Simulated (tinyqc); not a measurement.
Effective mass of the split-off band from tabulated energies: one step. Finite differences. Three cases, with inputs chosen for the exercise.

Problem. The band is even in k. m = c k^2/E(k) from the points 1, 2, 4 (k = 0 is point 0); Richardson from points 1 and 2: c/m = [16 E(k1) - E(k2)]/(12 k1^2).

c = hbar^2/2m0.
Constants: hbar^2/2m0 = 3.80998211 eV angstrom^2.

Give: m from points 1, 2, 4; m by Richardson.

Case 1.

Energies along [110], from the band edge downward:
```
k (1/angstrom)    E (meV)
0.0000000        0.000000
0.0064000        0.740400
0.0128000        3.029800
0.0192000        7.078600
0.0256000       13.250700
0.0320000       22.053200
0.0384000       34.060800
0.0448000       49.750300
0.0512000       69.319900
```

reference mass (curvature of the model at k = 0.0001 1/angstrom) = 0.2123822 m0

Solution.

m from points 1, 2, 4 (m0): 0.21077  0.20603  0.18844

m by Richardson = 0.21240 m0

Errors against the reference: -0.76, -2.99 and -11.28 % and +0.01 %. The extrapolation removes the k^4 term.

Case 2.

Energies along [100], from the band edge downward:
```
k (1/angstrom)    E (meV)
0.0000000        0.000000
0.0055000        1.267800
0.0110000        5.102000
0.0165000       11.594000
0.0220000       20.893500
0.0275000       33.200000
0.0330000       48.745100
0.0385000       67.760100
0.0440000       90.430400
```

reference mass (curvature of the model at k = 0.0001 1/angstrom) = 0.0910895 m0

Solution.

m from points 1, 2, 4 (m0): 0.09091  0.09036  0.08826

m by Richardson = 0.09109 m0

Errors against the reference: -0.20, -0.80 and -3.11 % and 0.00 %. The extrapolation removes the k^4 term.

Case 3.

Energies along [100], from the band edge downward:
```
k (1/angstrom)     E (meV)
0.0000000         0.000000
0.0059000         1.541300
0.0118000         6.230900
0.0177000        14.264500
0.0236000        25.959500
0.0295000        41.729700
0.0354000        62.029600
0.0413000        87.262000
0.0472000       117.667700
```

reference mass (curvature of the model at k = 0.0001 1/angstrom) = 0.0863554 m0

Solution.

m from points 1, 2, 4 (m0): 0.08605  0.08514  0.08174

m by Richardson = 0.08635 m0

Errors against the reference: -0.36, -1.41 and -5.34 % and 0.00 %. The extrapolation removes the k^4 term.

Computed by tinyqc, one run a case: `OMP_NUM_THREADS=1 python tinyqc.py N N+1 out.jsonl` with N = 1880735, 1881027, 1881063; one thread of a shared Intel(R) Xeon(R) Processor @ 2.30GHz, about 0.01 s a run at most.
